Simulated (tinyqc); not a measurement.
Stoner model of a band ferromagnet: one step. The ground state.

Density of states per atom and spin: triangular, D(e) = (4 M/W^2) (W/2 - |e|). Levels e -/+ I m/2 for up and down spin, m = n_up - n_down, n_up + n_down = nd. At zero temperature e(N) is the energy below which N states lie, and E(m) = sum over spins of integral e D de - I m^2/4.

Parameters, chosen for this exercise:
- W = 4.8 eV (band width, e from -W/2 to W/2)
- M = 5 (states per atom and spin)
- nd = 2.66 (electrons per atom)
- I = 1.07 eV (Stoner parameter)

Problem. Take the lowest of E(0), the stationary points e(n_up) - e(n_down) = I m, and saturation.

Give: m; exchange splitting I m; E - E(0); n_up, n_down.

Solution.

m = 2.660 muB
exchange splitting I m = 2.846 eV
E - E(0) = -606.8 meV

n_up, n_down: 2.660  0.000

The moment is saturated (a strong ferromagnet): the minority band is empty.

tinyqc: `OMP_NUM_THREADS=1 python tinyqc.py 1651726 1651727 out.jsonl`; about 0.3 s, one thread, shared Intel(R) Xeon(R) Processor @ 2.30GHz.
